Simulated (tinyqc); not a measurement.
## Van der Pauw, Hall and four-point-probe measurements on a doped layer: correction factor against the shape of the sample

A uniform p-type layer with sheet resistance Rs = 1/(q ns mu), point contacts, low field (mu B small).

Rs = 1/(q ns mu). For a rectangle with contacts at the corners, RA = (8 Rs/pi) sum_(k>=0) ln coth((2k + 1) pi a/(2 b)) with current along a short side b and voltage along the opposite one, RB the same with a and b exchanged. ar = a/b. F = Rs/[(pi/ln 2)(RA + RB)/2]; small-asymmetry estimate 1 - (ln 2/2) d^2 - ((ln 2)^2/4 - (ln 2)^3/12) d^4 with d = (RB - RA)/(RB + RA).

Values chosen for this exercise:

| symbol | value | unit | meaning |
|---|---|---|---|
| ns | 1.8e12 | cm^-2 | sheet density of the layer |
| mu | 30 | cm^2/(V s) | drift mobility |

Constants: q = 1.602176634e-19 C. Results are converted to the units shown.

Results:
```
ar    RA (ohm)  RB (ohm)  RB/RA       F  estimate of F
1      2.550e4   2.550e4  1.000   1.000          1.000
1.29   1.023e4   5.208e4  5.089  0.8185         0.8249
1.43      6590   6.652e4  10.09  0.6977         0.7254
1.57      4244   8.156e4  19.22  0.5944         0.6577
1.71      2734   9.700e4  35.48  0.5114         0.6167
1.86      1707   1.138e5  66.70  0.4415         0.5917
2         1099   1.297e5  118.0  0.3899         0.5787
```

Estimate the missing row, ar = 1.14.

Computed row:
```
ar    RA (ohm)  RB (ohm)  RB/RA       F  estimate of F
1.14   1.640e4   3.762e4  2.293  0.9442         0.9444
```

With this row back in the table: RB/RA rises from 1.00 to 118 and F falls from 1.00 to 0.390. The estimate is 0.78 % above F at a/b = 1.29 and 48 % above it in the last row. RA shrinks about as exp(-pi a/b): by a factor of 1.55 between the last two rows, against 1.55.

Computed by the program tinyqc: `OMP_NUM_THREADS=1 python tinyqc.py 2850159 2850160 out.jsonl`, one thread of a shared Intel Xeon 2.30GHz, about 0.01 s for the whole run.
